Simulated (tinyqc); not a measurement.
# Worked calculation: resistance of a source-drain extension with a graded tip

Computed by the program tinyqc: `OMP_NUM_THREADS=1 python tinyqc.py 2282111 2282112 out.jsonl`, one thread of a shared Intel Xeon 2.30GHz, about 0.03 s for the whole run. Printed values are rounded.

y runs along the channel, the gate covers y > 0. The doping is N0 for y < y0 and N0 10^(-(y - y0)/la) beyond, uniform over the depth xj. Sheet conductance s(y) = q mu(N) max(N - Nch, 0) xj + (for y > 0) ma Cox Vo, with mu(N) = u0 + (u1 - u0)/(1 + (N/Nr)^au) and Cox = eps0 eox/tox. Current is taken as one-dimensional; depletion of the tip, spreading and the contact are left out. The metallurgical junction lies at yj, where N = Nch.

Parameters, values chosen for the exercise; mobility law close to that of electrons in silicon:

| symbol | value | unit | meaning |
|---|---|---|---|
| eox | 25.1 |  | relative permittivity of the gate insulator (close to zirconium oxide) |
| tox | 3.9 | nm | insulator thickness |
| N0 | 5.6e19 | cm^-3 | active doping of the extension far from the gate |
| la | 2.8 | nm/decade | lateral abruptness |
| y0 | 1.3 | nm | position under the gate where the fall begins (gate edge at 0) |
| xj | 25 | nm | depth of the extension |
| Nch | 1.6e18 | cm^-3 | channel doping |
| Vo | 0.42 | V | gate overdrive |
| ma | 89 | cm^2/(V s) | mobility of the gate-induced layer |
| u1 | 1414 | cm^2/(V s) | mobility at low doping |
| u0 | 68.5 | cm^2/(V s) | mobility at high doping |
| Nr | 9.2e16 | cm^-3 | reference doping |
| au | 0.711 |  | exponent |
| Lg | 90 | nm | gate length |

Constants: q = 1.602176634e-19 C, eps0 = 8.8541878128e-14 F/cm where lengths are in cm. Results are converted to the units shown.

## Sheet resistances and junction position

yj = y0 + la log10(N0/Nch); sheet resistance of the full extension 1/[q mu(N0)(N0 - Nch) xj] and of the gate-induced layer 1/(ma Cox Vo); metallurgical length Lg - 2 yj; ye is where the doped and the gate-induced conductances are equal.

yj = 5.623391 nm
sheet resistance of the extension = 556.6055 ohm/square
sheet resistance of the induced layer = 4694.646 ohm/square
metallurgical length = 78.75322 nm
ye = 4.136367 nm
N at ye = 5.435001e18 cm^-3

The gate takes over 1.49 nm before the junction, where N is still 3.40 times the channel doping.

## Resistance of the overlapped part

Midpoint rule on 11 equal steps from 0 to yj: R_ov = sum h/s(y), per width.

```
point,y (nm),N (cm^-3),doped conductance (uS),sheet resistance (ohm/square)
0,0.2556087,5.6e19,1796.604,497.6082
1,0.7668260,5.6e19,1796.604,497.6082
2,1.278043,5.6e19,1796.604,497.6082
3,1.789261,3.745002e19,1249.416,683.7962
4,2.300478,2.459657e19,859.7579,932.1693
5,2.811695,1.615462e19,593.3441,1240.152
6,3.322913,1.061009e19,407.7688,1610.883
7,3.834130,6.968537e18,274.8223,2049.891
8,4.345347,4.576822e18,175.5799,2573.416
9,4.856565,3.005982e18,97.18435,3223.800
10,5.367782,1.974280e18,30.75438,4102.346
```

R_ov = 9.1555 ohm um

The exact integral is 9.1890 ohm um; the coarse sum is 0.36 % below it.
